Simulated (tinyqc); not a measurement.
Worked calculation: two-band k.p model of the Delta valleys near the X point under shear strain. Values are carried at full precision from step to step, so a last printed digit may differ when a step is redone from the rounded ones.

Constants: hbar^2/2m0 = 3.80998211 eV angstrom^2.

Values chosen for the exercise (near those of Si; the results hold for these values, not for the real material): a = 5.418 angstrom (lattice constant); ml = 0.93 m0 (longitudinal mass); mt = 0.196 m0 (transverse mass); kx0 = 0.147 2 pi/a (distance of the minimum from X); D = 14 eV (shear deformation potential); Mp = 0.236 m0 (coupling mass); exy = 0.011 (shear strain); k = (0.008, 0.018, 0.237) 1/angstrom (wave vector from X).

## Scales

k0 = kx0 2 pi/a; Delta = 2 c k0^2/ml with c = hbar^2/2m0, half the splitting of the two bands at k0; eta = D exy/Delta measures the shear coupling against it.

k0 = 0.17047 1/angstrom
Delta = 0.23811 eV
eta = 0.6467
splitting of the two bands at X, 2 |D exy| = 0.3080 eV

## The Hamiltonian at one k

Valley pair on the [001] axis, kz counted from the X point, c = hbar^2/2m0, k0 = kx0 2 pi/a. H = (c kz^2/ml + c (kx^2 + ky^2)/mt + c k0^2/ml) 1 + (2 c k0 kz/ml) sigma_z + (D exy - 2 c kx ky/Mp) sigma_x, so E = c kz^2/ml + c (kx^2 + ky^2)/mt + c k0^2/ml -/+ sqrt((2 c k0 kz/ml)^2 + (D exy - 2 c kx ky/Mp)^2). Without strain the lower band has its minima, E = 0, at kz = +/- k0. Shifts from diagonal strain are left out.

Fill in the 2 x 2 matrix (sigma_z diagonal) and give its levels.

H(k) (eV):
```
        1       2
1  0.6877  0.1494
2  0.1494  0.0257
```

levels (eV): -0.0065  0.7199

## Position, depth and masses of the minimum

For |eta| < 1: k_min = k0 sqrt(1 - eta^2), E_min = -Delta eta^2/2, ml(eta) = ml/(1 - eta^2), 1/m[110] = 1/mt + eta/Mp, 1/m[1-10] = 1/mt - eta/Mp. For |eta| > 1 the minimum sits at X: E_min = -Delta (2 |eta| - 1)/2, ml(eta) = ml/(1 - 1/|eta|), and eta is replaced by its sign in the transverse masses.

k_min = 0.1300 1/angstrom
E_min = -49.80 meV
ml(eta) = 1.599 m0

masses along [110] and [1-10] (m0): 0.1275  0.4234

The minimum has moved 23.7 % of the way to X; electrons are lighter along [110] (-34.9 % against mt) and heavier across (+116.0 %).

## The two bands along kz

kx = ky = 0, kz from 0 to 1.6 k0 in steps of 0.2 k0, with and without the strain.

Levels (eV):

| kz/k0 | kz (1/angstrom) | lower | upper | lower, no strain | upper, no strain |
|---|---|---|---|---|---|
| 0.0 | 0.0000 | -0.0349 | 0.2731 | 0.1191 | 0.1191 |
| 0.2 | 0.0341 | -0.0374 | 0.2850 | 0.0762 | 0.1714 |
| 0.4 | 0.0682 | -0.0430 | 0.3192 | 0.0429 | 0.2334 |
| 0.6 | 0.1023 | -0.0481 | 0.3720 | 0.0190 | 0.3048 |
| 0.8 | 0.1364 | -0.0497 | 0.4402 | 0.0048 | 0.3857 |
| 1.0 | 0.1705 | -0.0455 | 0.5217 | 0.0000 | 0.4762 |
| 1.2 | 0.2046 | -0.0341 | 0.6151 | 0.0048 | 0.5762 |
| 1.4 | 0.2387 | -0.0148 | 0.7196 | 0.0190 | 0.6858 |
| 1.6 | 0.2728 | 0.0129 | 0.8348 | 0.0429 | 0.8048 |

## Checks

- Depth of the minimum by numerical search against the closed form (eV): both -0.049800.
- Mass along [110] by finite differences against the closed form: both 0.1275.

Program tinyqc; command `OMP_NUM_THREADS=1 python tinyqc.py 1081344 1081345 out.jsonl`; about 0.01 s on one thread of a shared Intel(R) Xeon(R) Processor @ 2.30GHz.
